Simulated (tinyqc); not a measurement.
Thin-body film or fin with hard walls, valleys of the Si type, step by step. Values are carried at full precision from step to step, so a last printed digit may differ when a step is redone from the rounded ones.

Six ellipsoidal valleys with their long axes along the cube axes, mass ml along the axis and mt across it. For a valley whose axis makes the angle theta with the surface normal, 1/m_z = cos^2(theta)/ml + sin^2(theta)/mt sets the confinement; in the plane the masses are m_1 = mt and m_2 = ml mt/m_z, and m_d = sqrt(m_1 m_2).

Constants: hbar^2/2m0 = 3.80998211 eV angstrom^2; kB = 8.617333262e-05 eV/K.

Values chosen for the exercise (near those of Si; the results hold for these values, not for the real material):

| symbol | value | unit | meaning |
|---|---|---|---|
| ml | 0.924 | m0 | longitudinal mass |
| mt | 0.193 | m0 | transverse mass |
| face | 110 |  | face of the film or side wall of the fin |
| t | 42 | angstrom | body thickness |
| T | 350 | K | temperature |
| g_all | 6 |  | number of valleys |
| Ns | 1.8 | x 1e12/cm^2 | sheet density in the on state |
| alpha | 0.52 | 1/eV | non-parabolicity |

## Valley masses for the (110) face

Group the valleys by their angle to the normal, heaviest m_z first.

Valleys (masses in m0):

| valleys g | cos^2(theta) | m_z | m_1 | m_2 | m_d |
|---|---|---|---|---|---|
| 4 | 0.5000 | 0.3193 | 0.1930 | 0.5585 | 0.3283 |
| 2 | 0.0000 | 0.1930 | 0.1930 | 0.9240 | 0.4223 |

## Subband edges

A film of thickness t between hard walls, flat band inside: E_n = c (n pi/t)^2/m_z above the bulk edge, c = hbar^2/2m0. Without degeneracy the sheet density is N2 exp((EF - Ec)/kB T) with N2 = sum_i g m_d/(2 pi c) kB T exp(-E_i/kB T) over n = 1 to 40 of each group; a classical film has t Nc with Nc = 2 g_all (m_dos kB T/(4 pi c))^(3/2), m_dos = (ml mt^2)^(1/3). The threshold shift is dVt = kB T ln(t Nc/N2).

The seven lowest levels of all groups together; primes mark the lighter m_z.

Subbands:

| label | valleys g | E (eV) |
|---|---|---|
| 1 | 4 | 0.0668 |
| 1' | 2 | 0.1105 |
| 2 | 4 | 0.2670 |
| 2' | 2 | 0.4418 |
| 3 | 4 | 0.6008 |
| 3' | 2 | 0.9941 |
| 4 | 4 | 1.0682 |

The second subband, 1', lies 43.7 meV above the first, 1.4 kB T at 350 K.

## Effective density of states and threshold shift

Sum the subbands; 1/angstrom^2 = 1e16/cm^2 and 1/angstrom^3 = 1e24/cm^3.

terms of N2 by group (1e12/cm^2): 1.811  0.2733

Nc = 3.520 x 1e19/cm^3
t Nc = 14.784 x 1e12/cm^2
dVt = 59.1 mV

Confinement leaves 14 % of the classical states; the heaviest group holds 87 % of the electrons, against 67 % in the bulk.

## Filling at a given sheet density

n_i = g m_d/(2 pi c) kB T ln(1 + exp((EF - E_i)/kB T)) over the levels listed; solve sum n_i = Ns (1e12/cm^2 = 1e-4/angstrom^2); the band bending of the charge itself is left out. c = hbar^2/2m0.

EF = -0.0031 eV

n_i in the order of the list (1e12/cm^2): 1.554  0.243  0.002  0.000  0.000  0.000  0.000

The fullest subband is 1, with 86 %.

## Non-parabolic correction

Each level E0 of the list is replaced by the root of E (1 + alpha E) = E0.

Levels (eV):

| label | parabolic | corrected |
|---|---|---|
| 1 | 0.0668 | 0.0646 |
| 1' | 0.1105 | 0.1047 |
| 2 | 0.2670 | 0.2377 |
| 2' | 0.4418 | 0.3704 |
| 3 | 0.6008 | 0.4807 |
| 3' | 0.9941 | 0.7226 |
| 4 | 1.0682 | 0.7644 |

The lowest level drops by 2.2 meV.

## Checks

- N2 of a 3000 angstrom film, summed over n to convergence, plus the half-term of the walls against t Nc, 1/angstrom^2: both 0.10560.

tinyqc: `OMP_NUM_THREADS=1 python tinyqc.py 1252612 1252613 out.jsonl`; about 0.01 s, one thread, shared Intel(R) Xeon(R) Processor @ 2.30GHz.
